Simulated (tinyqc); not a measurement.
Which input was changed? Model: spin coating of a resist or spin-on film: centrifugal thinning, evaporation and the final thickness (Emslie and Meyerhofer models). Computed by tinyqc, a small Python program. Command: `OMP_NUM_THREADS=1 python tinyqc.py 3111517 3111518 out.jsonl spincoat which`. One thread of a shared host (Intel(R) Xeon(R) Processor @ 2.30GHz), about 1 s of CPU time with the checks.

A Newtonian film stays uniform over the wafer; solvent and solids have the same density and the concentration is uniform through the thickness.

Inputs (values chosen for the exercise, of the order of those of a polymer resist in an ester solvent): solids volume fraction c0 = 0.049; kinematic viscosity of the solvent nu_s = 1.1 mm^2/s; viscosity constant k = 5600 mm^2/s; viscosity exponent gamma = 3.1; spin speed f = 3000 rpm; evaporation rate at 1000 rpm e0 = 0.1 micrometre/s; starting thickness h0 = 900 micrometre; wafer radius R = 150 mm; shrinkage in the bake = 11 %.

Method:
- omega = 2 pi f/60; nu(c) = nu_s + k c^gamma; evaporation rate e = e0 sqrt(f/1000 rpm).
- Flow constant K = 2 omega^2/(3 nu(c0)); Reynolds number of the air omega R^2/nu_air with nu_air = 15 mm^2/s.
- Meyerhofer estimate: flow rules until (1 - c0) K h^3 = e, then evaporation alone: h_w = (e/((1 - c0) K))^(1/3), dry film c0 h_w.
- Full model for solids s and liquid l per area, h = s + l, c = s/h: ds/dt = -c Q, dl/dt = -(1 - c) Q - e, Q = 2 omega^2 h^3/(3 nu(c)); integrated adaptively (relative tolerance 1e-9) until l = 0.
- Dry film = s at l = 0, before the bake; film after the bake = s x (1 - shrinkage).

Task: One of these inputs alone was changed, within the range given: viscosity exponent gamma (1.55 to 6.2); spin speed f (1500 to 6000); evaporation rate at 1000 rpm e0 (0.05 to 0.2); starting thickness h0 (450 to 1800). Which one, and to what value?

Results:
```
run     time to dry (s)  dry film, estimate (nm)  dry film (nm)
before         11.57883                 80.25515       89.75800
after           8.70589                 69.59004       77.83006
```

Result:

Each candidate set to reproduce time to dry, and what it then gives:
```
candidate                                       range searched  value needed  dry film, estimate (nm)  dry film (nm)
viscosity exponent gamma                           1.55 to 6.2  out of reach                        -              -
spin speed f (rpm)                                1500 to 6000          3990                   69.590          77.83
evaporation rate at 1000 rpm e0 (micrometre/s)     0.05 to 0.2        0.1534                   92.555         103.51
starting thickness h0 (micrometre)                 450 to 1800  out of reach                        -              -
```

Only spin speed f fits every result: it went from 3000 to 3990 rpm. The next best candidate, evaporation rate at 1000 rpm e0, misses one result by 33 %.

Caution: above a Reynolds number of about 3e5 the air flow near the rim turns turbulent, and evaporation is no longer uniform.
